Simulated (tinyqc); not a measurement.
Mesh against width: smearing for a one-band metal on the square lattice.

Lattice vectors (units of a): a1 = (1, 0), a2 = (0, 1). E(k) = -t A_1(k) - t2 A_2(k), A_m the sum of cos(k . R) over the 4 nearest and 4 second lattice vectors. Mesh k = sum (j_i/N) b_i, j_i = 0 .. N-1.

With x = (E_k - mu)/sigma: Gaussian f = erfc(x)/2, s = exp(-x^2)/(2 sqrt(pi)); Methfessel-Paxton (first order) f = erfc(x)/2 - x exp(-x^2)/(2 sqrt(pi)), s = (1 - 2 x^2) exp(-x^2)/(4 sqrt(pi)). With weights w = points/N^d (d the dimension), mu solves 2 sum w f = ne; E = 2 sum w f E_k, S = 2 sum w s, F = E - sigma S.

Values chosen for the exercise: t = 1.43 eV (nearest hopping); t2 = -0.32 eV (second hopping); ne = 1.62 (electrons per cell).

Gaussian smearing, (E + F)/2. The reference is F of first-order Methfessel-Paxton smearing with sigma = 0.05 t on the mesh N = 200; it moves by 0.00 meV on the mesh N = 250, so errors below a few times that are not resolved.

Errors (meV per cell):

| N | sigma = 0.05 t | sigma = 0.15 t | sigma = 0.4 t |
|---|---|---|---|
| 4 | 225.41 | 215.33 | 190.13 |
| 8 | 23.66 | 21.84 | 21.38 |
| 12 | 10.40 | 9.57 | 8.52 |
| 16 | 2.21 | 2.28 | 1.16 |
| 24 | 1.13 | 1.11 | 0.18 |
| 48 | -0.19 | -0.04 | 0.01 |

reference = -1.83475 eV

What does the comparison show, and why?

First N from which the value stays within 2 meV of its last entry (which need not be the best one): 24 for sigma = 0.05 t, 24 for sigma = 0.15 t, 16 for sigma = 0.4 t. At the last mesh the errors are -0.19, -0.04 and +0.01 meV. The widest smearing converges sooner with the mesh than the narrowest; a level at which its last entries rest, if any, is its bias. The smallest error belongs to 0.05 t on 0, 0.15 t on 0, 0.4 t on 6 of the 6 meshes.

(tinyqc, `OMP_NUM_THREADS=1 python tinyqc.py 1650848 1650849 out.jsonl`, Intel(R) Xeon(R) Processor @ 2.30GHz, 1 thread, shared host, about 0.07 s.)
